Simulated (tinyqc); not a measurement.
Inside a calculation. Method: CCSD on RHF in the sto-3g basis, frozen core, for BeH+, spin multiplicity 1. One step of it, computed by the program tinyqc.

Question. CCSD: starting amplitudes. t_ij^ab = <ij||ab> / (e_i + e_j - e_a - e_b), whose energy is MP2.

orbital energies (hartree): MO1 -5.012391, MO2 -0.707824, MO3 -0.259928, MO4 -0.137302, MO5 -0.137302, MO6 0.255582

Two-electron integrals over orbitals (pq|rs), unique and non-zero (hartree); the lowest 1 orbital is frozen and left out:
```
(22|22) 0.508194    (32|22) -0.067659   (32|32) 0.041112    (33|22) 0.320522
(33|32) 0.031430    (33|33) 0.458251    (42|42) 0.043380    (43|42) 0.031840
(43|43) 0.051198    (44|22) 0.361743    (44|32) 0.024129    (44|33) 0.395714
(44|44) 0.449859    (52|52) 0.043380    (53|52) 0.031840    (53|53) 0.051198
(54|54) 0.024249    (55|22) 0.361743    (55|32) 0.024129    (55|33) 0.395714
(55|44) 0.401360    (55|55) 0.449859    (62|22) 0.047024    (62|32) -0.048634
(62|33) -0.024710   (62|44) -0.060511   (62|55) -0.060511   (62|62) 0.121630
(63|22) -0.056080   (63|32) 0.035557    (63|33) 0.056642    (63|44) 0.022210
(63|55) 0.022210    (63|62) -0.050900   (63|63) 0.052789    (64|42) -0.028886
(64|43) -0.012764   (64|64) 0.025256    (65|52) -0.028886   (65|53) -0.012764
(65|65) 0.025256    (66|22) 0.508370    (66|32) -0.068056   (66|33) 0.348650
(66|44) 0.365763    (66|55) 0.365763    (66|62) 0.077390    (66|63) -0.057701
(66|66) 0.547529
```

Give: Starting amplitudes; correlation energy.

Answer.

Starting amplitudes (spin orbitals 1a, 1b, ...; amplitudes related by a flip of all spins are not repeated):
```
from      to        t
2a 2b  6a 6b  -0.0631
2a 2b  3a 3b  -0.0459
2a 2b  4a 4b  -0.0380
2a 2b  5a 5b  -0.0380
2a 2b  3a 6b   0.0345
```

correlation energy = -0.016215 hartree
